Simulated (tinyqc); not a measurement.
Crystallisation kinetics and data retention of a phase-change cell: two steps of the calculation.

Johnson-Mehl-Avrami-Kolmogorov law X = 1 - exp(-y^n), y = integral of k dt, k = (1/100 s) exp[-(Ec q/kB)(1/T - 1/T1)].

Parameters, values chosen for the exercise; values of the order of Ge-Sb-Te and related chalcogenides: activation energy of crystallisation Ec = 3.12 eV; temperature at which the rate k is 1/(100 s) T1 = 437 K; Avrami exponent n = 3.5; crystalline share at which the state is lost Xf = 0.3; storage temperature T = 398 K; heating rate b = 20 K/min; start of the ramp table Ta = 411 K; step of the table dT = 4 K; steps m = 10.

Constants: q = 1.602176634e-19 C, kB = 1.380649e-23 J/K. Results are converted to the units shown.

Problem 1. Retention. At fixed T the state fails at t = (-ln(1 - Xf))^(1/n)/k; ten years are 3.15576e8 s.

Give: k; y at failure; time to fail; the same in years; temperature for ten years.

Solution 1.

k = 2.979e-6 1/s
y at failure = 0.7449
time to fail = 2.500e5 s
the same in years = 0.007922
temperature for ten years = 369.0 K

The cell misses ten years at 398 K.

Problem 2. A heating ramp. T rises at the rate b. Start with y = k (kB Ta^2/(q Ec))/b, the integral from cold to Ta to leading order; over each step k is taken as exponential in T, so y gains (dT/b)(k2 - k1)/ln(k2/k1). dX/dt = n y^(n - 1) k exp(-y^n), listed as 0 once y^n exceeds 23.

Wanted: T; k; y; X; dX/dt.

Solution 2.

T, point 0 to 10 (K): [411, 415, 419, 423, 427, 431, 435, 439, 443, 447, 451]
k, point 0 to 10 (1/s): [5.2938e-5, 1.2374e-4, 2.8460e-4, 6.4433e-4, 0.0014366, 0.0031557, 0.0068323, 0.014586, 0.030714, 0.063821, 0.13090]
y, point 0 to 10: [7.4096e-4, 0.0017416, 0.0040593, 0.0093421, 0.021199, 0.047414, 0.10453, 0.22721, 0.48711, 1.0303, 2.1509]
X, point 0 to 10: [1.1073e-11, 2.2047e-10, 4.2615e-9, 7.8806e-8, 1.3871e-6, 2.3209e-5, 3.6919e-4, 0.0055757, 0.077499, 0.67051, 1.0000]
dX/dt, point 0 to 10 (1/s): [2.7690e-12, 5.4826e-11, 1.0457e-9, 1.9023e-8, 3.2900e-7, 5.4064e-6, 8.4444e-5, 0.0012492, 0.016423, 0.079306, 1.4274e-6]

Range of the model: One Arrhenius rate is assumed; incubation, growth from the boundary and the non-Arrhenius kinetics of the supercooled liquid are left out.

Computed by the program tinyqc: `OMP_NUM_THREADS=1 python tinyqc.py 2490152 2490153 out.jsonl`, one thread of a shared Intel Xeon 2.30GHz, about 0.04 s for the whole run.
